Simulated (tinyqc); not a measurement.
## Strained alloy layer of InAs and GaAs on (001) InP, model-solid band line-up: gaps, strain and offsets against composition

The layer is x parts of the first compound and 1 - x of the second, grown coherently on the third as substrate and barrier. Rows of the table: lattice constant a, average valence level Ea on an absolute scale, spin-orbit splitting so, gaps at Gamma, X and L, hydrostatic deformation potentials av and ac (Gamma), shear potential b, elastic constants, electron and heavy-hole (along z) masses. All are interpolated linearly in x; gaps get -C x (1 - x), taken wholly in the conduction band; real line-ups can differ from this model by 0.1 eV or more.

In-plane strain e = (a_substrate - a)/a, e_z = -2 (c12/c11) e, volume change 2 e + e_z. With v = 2 e + e_z and d = 2 b (e_z - e): Eav = Ea + av v; E_hh = Eav + so/3 - d/2; E_lh = Eav - so/6 + d/4 + sqrt(so^2 + so d + 9 d^2/4)/2; E_c = Ea + so/3 + EG + ac v (Gamma). Substrate: E_v = Ea + so/3, E_c = E_v + EG. Well depths: dEc = E_c(substrate) - E_c, dEhh = E_hh - E_v(substrate), dElh likewise; strained Gamma gap E_c - max(E_hh, E_lh); positive values confine carriers in the layer. Matthews-Blakeslee for 60-degree dislocations in a single layer: hc = k (ln(hc/bv) + 1), k = bv (1 - nu/4)/(4 pi |e| (1 + nu)), nu = c12/(c11 + c12), bv = a/sqrt(2); the larger root. The valence offset is the larger of dEhh and dElh; a dash marks |e| under 0.02 % or no root.

Inputs (values chosen for the exercise):
```
symbol,value,unit,meaning
CG,0.477,eV,bowing of the Gamma gap
CX,1.4,eV,bowing of the X gap
CL,0.33,eV,bowing of the L gap
```

Binary compounds, values chosen for the exercise:

|  | close to InAs | close to GaAs | close to InP |
|---|---|---|---|
| a (angstrom) | 6.058 | 5.653 | 5.869 |
| Ea (eV) | -6.67 | -6.92 | -7.04 |
| so (eV) | 0.381 | 0.345 | 0.111 |
| EG (eV) | 0.351 | 1.41 | 1.35 |
| EX (eV) | 1.37 | 1.92 | 2.18 |
| EL (eV) | 1.05 | 1.73 | 1.93 |
| av (eV) | 1.01 | 1.16 | 1.28 |
| ac (eV) | -5.12 | -7.1 | -5.11 |
| b (eV) | -1.81 | -1.7 | -1.7 |
| c11 (GPa) | 83.1 | 119 | 102 |
| c12 (GPa) | 44.9 | 53.1 | 56.5 |
| me (m0) | 0.0227 | 0.0674 | 0.0807 |
| mh (m0) | 0.331 | 0.355 | 0.53 |

Result of one run:

| x | e (%) | relaxed Gamma gap (eV) | lower of X and L gaps (eV) | strained Gamma gap (eV) | E_hh - E_lh (meV) | dEc (eV) | valence offset (eV) | hc (nm) |
|---|---|---|---|---|---|---|---|---|
| 0.82 | -1.940 | 0.4712 | 1.124 | 0.5224 | 111.4 | 0.3635 | 0.4641 | 3.78 |

What becomes of these results when the fraction of the first compound in the layer x is changed from 0.82 to 0.49, all else the same?

Result of the changed run:

| x | e (%) | relaxed Gamma gap (eV) | lower of X and L gaps (eV) | strained Gamma gap (eV) | E_hh - E_lh (meV) | dEc (eV) | valence offset (eV) | hc (nm) |
|---|---|---|---|---|---|---|---|---|
| 0.49 | 0.2999 | 0.7719 | 1.301 | 0.7386 | -21.28 | 0.2707 | 0.3407 | 42.9 |

The whole series:

| x | e (%) | relaxed Gamma gap (eV) | lower of X and L gaps (eV) | strained Gamma gap (eV) | E_hh - E_lh (meV) | dEc (eV) | valence offset (eV) | hc (nm) |
|---|---|---|---|---|---|---|---|---|
| 0.25 | 1.994 | 1.056 | 1.498 | 0.8042 | -152.9 | 0.1719 | 0.3739 | 3.61 |
| 0.33 | 1.423 | 0.9551 | 1.429 | 0.7821 | -107.0 | 0.2077 | 0.3602 | 5.83 |
| 0.41 | 0.8584 | 0.8604 | 1.356 | 0.7605 | -62.89 | 0.2406 | 0.3489 | 11.5 |
| 0.49 | 0.2999 | 0.7719 | 1.301 | 0.7386 | -21.28 | 0.2707 | 0.3407 | 42.9 |
| 0.57 | -0.2524 | 0.6895 | 1.262 | 0.6987 | 17.21 | 0.2979 | 0.3534 | 52.9 |
| 0.66 | -0.8665 | 0.6040 | 1.207 | 0.6326 | 55.96 | 0.3249 | 0.3925 | 11.4 |
| 0.74 | -1.406 | 0.5346 | 1.163 | 0.5764 | 85.89 | 0.3457 | 0.4279 | 5.95 |
| 0.82 | -1.940 | 0.4712 | 1.124 | 0.5224 | 111.4 | 0.3635 | 0.4641 | 3.78 |
| 0.9 | -2.468 | 0.4140 | 1.088 | 0.4707 | 132.9 | 0.3782 | 0.5011 | 2.63 |

The relaxed Gamma gap falls from 1.06 to 0.414 eV and the strained one falls from 0.804 to 0.471 eV. The lattice matches the substrate at x = 0.533; the heavy hole is on top where the layer is compressed (e < 0) and the light hole where it is stretched. dEc rises from 0.172 to 0.378 eV and the valence offset goes from 0.374 through a minimum of 0.341 (at x = 0.49 among the rows listed) to 0.501 eV. At the largest strain listed, -2.47 %, strain changes the gap by 56.7 meV.

tinyqc, about 0.01 s, one thread, Intel Xeon 2.30GHz (shared host): `OMP_NUM_THREADS=1 python tinyqc.py 2690033 2690034 out.jsonl`
